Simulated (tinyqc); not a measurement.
Thermal, flicker and telegraph noise of a field-effect transistor. Changing the width W. Computed by tinyqc, a small Python program. Command: `OMP_NUM_THREADS=1 python tinyqc.py 3009485 3009486 out.jsonl noise sweep`. One thread of a shared host (Intel(R) Xeon(R) Processor @ 2.30GHz), about 0.01 s of CPU time with the checks.

Strong inversion, threshold roll-off and channel-length modulation left out; noise sources are uncorrelated and are given as one-sided spectral densities.

Inputs (values chosen for the exercise, modelled on a silicon n-channel):
```
quantity                        value         unit
length L                          930           nm
electrical oxide thickness t      2.2           nm
mobility mu                       160   cm^2/(V s)
saturation velocity v_s          0.79     1e7 cm/s
overdrive V_ov                   0.48            V
thermal noise factor gamma        1.3            -
oxide trap density N_t        7.1e+16  1/(eV cm^3)
oxide barrier phi                 2.5           eV
oxide mass m_ox                  0.32          m_0
Hooge parameter alpha_H       3.2e-06            -
frequency f                        10           Hz
temperature T                     400            K
```

Operating region: saturation. Flicker model: Hooge.

Constants: eps_0 = 8.8541878128e-12 F/m; hbar = 1.054571817e-34 J s; m_0 = 9.1093837015e-31 kg; e = 1.602176634e-19 C; k_B = 8.617333262e-05 eV/K; k_B = 1.380649e-23 J/K.

Method:
- C_ox = 3.9 eps_0/t; V_c = 2 v_s L/mu; I = W C_ox v_s V_ov^2/(V_ov + V_c); g_m = W C_ox v_s V_ov (V_ov + 2 V_c)/(V_ov + V_c)^2; g_d0 = mu C_ox (W/L) V_ov.
- Tunnelling length lambda = hbar/(2 sqrt(2 m_ox phi)); flat-band noise S_Vfb = e^2 k_B T lambda N_t/(W L C_ox^2 f). Hooge: S_I = I^2 alpha_H/(f N), N = W L C_ox V_ov/e (the source-end density).
- Thermal: S_I = 4 k_B T gamma g_d0; input-referred S_V = S_I/g_m^2; corner f_c where flicker equals thermal.
- Total input noise from 1 Hz to f_c: sqrt(S_V,thermal [f_c ln(f_c/1 Hz) + f_c - 1 Hz]).
- Active traps per decade of time constant: N_dec = N_t k_B T W L lambda ln(10); a single trap at the interface shifts the threshold by e/(W L C_ox) and the current by g_m times that; tunnelling depth for frequency f, z = lambda ln(1/(2 pi f tau_0)), tau_0 = 1e-10 s.

One run for each value; columns: (1) width W (micrometre); (2) input noise up to f_c (microvolt); (3) input-referred thermal noise (nV/sqrt(Hz)); (4) corner frequency f_c (Hz); (5) traps per decade:
```
(1)     (2)     (3)    (4)         (5)
0.4  10.915  25.395  17181  2.2874e-01
1.1   6.582  15.314  17181  6.2903e-01
2.8   4.125   9.599  17181  1.6012e+00
7.4   2.538   5.904  17181  4.2316e+00
20    1.544   3.591  17181  1.1437e+01
52    0.957   2.227  17181  2.9736e+01
140   0.583   1.357  17181  8.0058e+01
360   0.364   0.847  17181  2.0586e+02
```

Describe and explain the trends.

Over the rows, input noise up to f_c (microvolt) falls from 10.9 to 0.364 (exponent d ln y / d ln x about -0.50 throughout); input-referred thermal noise (nV/sqrt(Hz)) falls from 25.4 to 0.847 (exponent d ln y / d ln x about -0.50 throughout); corner frequency f_c (Hz) does not change. The exponent of input-referred thermal noise stays at -0.50: parallel devices average. The exponent of corner frequency f_c stays at 0: both noises scale as 1/W at the input.
